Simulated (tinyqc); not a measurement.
Off-state leakage of single and stacked transistors: two steps of the calculation.

n-channel devices of unit width. Subthreshold current I(Vg, Vs, Vd) = I0 (T/300 K)^0.5 exp[(Vg - Vs - VT(T) - gb (Vs - Vb) + dd (Vd - Vs))/(nf Vt)] (1 - exp(-(Vd - Vs)/Vt)), VT(T) = VT - cT (T - 300 K). Gate-edge tunnelling Ig (Vd/1 V) exp(ag (Vd - 1 V)), for a gate at 0 V, and band-to-band leakage Ab u exp(-Bb/u), u = Vd - Vb + 1 V, flow at a drain held at V; both are taken as independent of T. In a stack of off transistors (all gates at 0 V) the same subthreshold current passes through each.

Parameters, values chosen for the exercise; values of the order met in bulk silicon logic transistors:
- T = 300 K (temperature)
- V = 1.1 V (supply voltage)
- VT = 0.45 V (threshold at 300 K, zero drain and body bias)
- cT = 0.5 mV/K (fall of the threshold with temperature)
- I0 = 0.25 uA/um (current at threshold at 300 K)
- nf = 1.28 (slope factor)
- dd = 0.08 (drain-induced lowering per volt)
- gb = 0.23 (rise of the threshold per volt of source-body bias)
- Ig = 6e-6 uA/um (gate-edge tunnelling current at 1 V)
- ag = 3.9 1/V (exponential slope of the gate current)
- Ab = 3 uA/(um V) (prefactor of band-to-band leakage at the drain)
- Bb = 21 V (its exponential voltage)
- Vb = 0 V (body voltage)

Constants: q = 1.602176634e-19 C, kB = 1.380649e-23 J/K, Vt = kB T/q. Results are converted to the units shown.

Task 1. Leakage of one transistor. Vg = Vs = 0, Vd = V; effective threshold VT(T) - gb Vb - dd V.

Find: effective threshold; parts; total; shares.

Result 1.

effective threshold = 0.3620 V
parts (nA/um): subthreshold 0.004435, gate edge 0.009748, band-to-band 0.2860
total = 0.3002 nA/um
shares (%): subthreshold 1.477, gate edge 3.247, band-to-band 95.28

The band-to-band part is the largest.

Task 2. New Vx. Stack of two, Vx the node between them: I_low = I(0, 0, Vx), I_up = I(0, Vx, V), f = ln(I_up/I_low), f' = -(1 + gb + 2 dd)/(nf Vt) - 1/(Vt (exp(Vx/Vt) - 1)) - 1/(Vt (exp((V - Vx)/Vt) - 1)), Vx(new) = Vx - f/f'.

Vx at the start = 0.063 V

Give: I_low; I_up; f; f'; Vx after iteration 1.

Result 2.

I_low = 3.2989e-4 nA/um
I_up = 3.6622e-4 nA/um
f = 0.10448
f' = -45.712 1/V
Vx after iteration 1 = 0.065286 V

Program tinyqc, `OMP_NUM_THREADS=1 python tinyqc.py 2242170 2242171 out.jsonl`; Intel Xeon 2.30GHz, shared host, one thread, about 0.03 s.
